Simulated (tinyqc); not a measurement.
Exponent and activation energy from three stresses.

Inverse problem. Oxide breakdown follows t63 = a V^(-n) exp(Ea q/(kB T)). Find n, Ea and the E-model slope gamma = n/E (cm/MV) at the higher voltage, E = V/tox.

Parameters, values chosen for the exercise: oxide thickness tox = 4.2 nm.

Constants: q = 1.602176634e-19 C, kB = 1.380649e-23 J/K. Results are converted to the units shown.

t63 at (3.13 V, 373 K), (4.09 V, 373 K) and (4.09 V, 398 K) (s): [49095.606, 0.55184674, 0.15799517]

Solution. The two voltages give n and the two temperatures Ea.

n = 42.6
Ea = 0.640 eV
gamma = 4.37 cm/MV

Computed by the program tinyqc: `OMP_NUM_THREADS=1 python tinyqc.py 2070099 2070100 out.jsonl`, one thread of a shared Intel Xeon 2.30GHz, about 0.01 s for the whole run.
